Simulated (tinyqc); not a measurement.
Adsorption as a lattice gas: isotherms with interactions, competition, desorption peaks and saturation dose. Inputs raised by 5 %, one at a time. Computed by tinyqc, a small Python program. Command: `OMP_NUM_THREADS=1 python tinyqc.py 3028892 3028893 out.jsonl adsorb sens`. One thread of a shared host (Intel(R) Xeon(R) Processor @ 2.30GHz), about 0.02 s of CPU time with the checks.

One adsorbate per site; a molecule needs 1 empty site. Gas and surface have the same temperature.

Inputs (values chosen for the exercise, for a model surface): desorption energy E = 1.1 eV; prefactor nu = 7.4e+13 1/s; pair energy w (positive repels) = 0.043 eV; neighbours z = 6; site density N_s = 3.5 1/nm^2; molecular mass M = 211 u; sticking coefficient s0 = 0.023; temperature T = 358 K; pressure p = 0.00095 Pa; blocking by a second gas, K_B p_B = 1.1; heating rate beta = 1.1 K/s; aspect ratio a (depth over diameter) of a hole = 60.

Adsorption: molecular (first order).

Constants: u = 1.6605390666e-27 kg; k_B = 1.380649e-23 J/K; k_B = 8.617333262e-05 eV/K.

Method:
- Flux F = p/sqrt(2 pi M k_B T); k_d = nu exp(-E/(k_B T)); s0 F (1 - theta) = N_s k_d theta, so y = s0 F/(N_s k_d), theta = y/(1 + y). With a second gas on the same sites theta = y/(1 + y + K_B p_B).
- With u = w/(k_B T). Mean field: theta/(1 - theta) = y exp(-z u theta). Quasi-chemical: theta/(1 - theta) = y [(r - 1 + 2 theta)(1 - theta)/((r + 1 - 2 theta) theta)]^(-z/2) exp(-z u/2), r = sqrt(1 - 4 theta (1 - theta)(1 - exp(-u))).
- The peak obeys E/(k_B T_p^2) = (nu/beta) exp(-E/(k_B T_p)) exactly. Redhead's shortcut, with the constant 3.46 (3.64 is also in use), reads E back as k_B T_p [ln(nu' T_p/beta) - 3.46], nu' = nu.
- Without desorption or interaction, 99 % coverage needs the time (N_s/(s0 F)) ln 100. For a round hole of aspect ratio a in molecular flow with unit sticking (Gordon), the time is N_s/F x [1 + (19/4) a + (3/2) a^2]. The larger of the two times is a rough guide.

Runs:
```
input moved                                        from        to  coverage, mean field       y  peak temperature T_p (K)  time for the hole (s)
base run                                              -         -               0.24368   2.473                    372.94                 2185.2
desorption energy E (eV)                            1.1     1.155               0.37998  14.704                    391.06                 2185.2
prefactor nu (1/s)                              7.4e+13  7.77e+13               0.24015   2.355                    372.44                 2185.2
pair energy w (positive repels) (eV)              0.043   0.04515               0.23654   2.473                    372.94                 2185.2
molecular mass M (u)                                211    221.55               0.24191   2.413                    372.94                 2239.2
sticking coefficient s0                           0.023   0.02415               0.24723   2.596                    372.94                 2185.2
temperature T (K)                                   358     375.9               0.13290   0.442                    372.94                 2239.2
aspect ratio a (depth over diameter) of a hole       60        63               0.24368   2.473                    372.94                 2403.4
```

Exponents ln(y'/y) / ln(x'/x):
```
input                                           coverage, mean field        y  peak temperature T_p  time for the hole
desorption energy E                                            9.105   36.541                 0.972              0.000
prefactor nu                                                  -0.299   -1.000                -0.028              0.000
pair energy w (positive repels)                               -0.610    0.000                 0.000              0.000
molecular mass M                                              -0.149   -0.500                 0.000              0.500
sticking coefficient s0                                        0.296    1.000                 0.000              0.000
temperature T                                                -12.426  -35.300                 0.000              0.500
aspect ratio a (depth over diameter) of a hole                 0.000    0.000                 0.000              1.951
```

Which inputs matter most for each result?

Among the inputs moved here: coverage, mean field answers most in size to temperature T (exponent -12.426), next to desorption energy E (+9.105); its exponent is below 0.0005 for aspect ratio a (depth over diameter) of a hole. y answers most in size to desorption energy E (exponent +36.541), next to temperature T (-35.300); its exponent is below 0.0005 for pair energy w (positive repels), aspect ratio a (depth over diameter) of a hole. Peak temperature T_p answers most in size to desorption energy E (exponent +0.972), next to prefactor nu (-0.028); its exponent is below 0.0005 for pair energy w (positive repels), molecular mass M, sticking coefficient s0, temperature T, aspect ratio a (depth over diameter) of a hole. Its exponent +0.972 in desorption energy E: E/(k_B T_p) changes only logarithmically. Time for the hole answers most in size to aspect ratio a (depth over diameter) of a hole (exponent +1.951), next to molecular mass M (+0.500); its exponent is below 0.0005 for desorption energy E, prefactor nu, pair energy w (positive repels), sticking coefficient s0. Its exponent +0.500 in molecular mass M: flux goes as M^(-1/2). Its exponent +1.951 in aspect ratio a (depth over diameter) of a hole: diffusion along the hole.

Caution (all rows): for z u near 4 or above (near 8 on the triangular lattice, z = 6) mean field itself predicts sublattice order near half coverage (the exact threshold is higher); both uniform formulas leave ordering out. Caution (all rows): with k_d = nu exp(-E/(k_B T)) of these inputs desorption is not negligible over the time on a flat surface, so without interaction 99 % coverage is not reached.
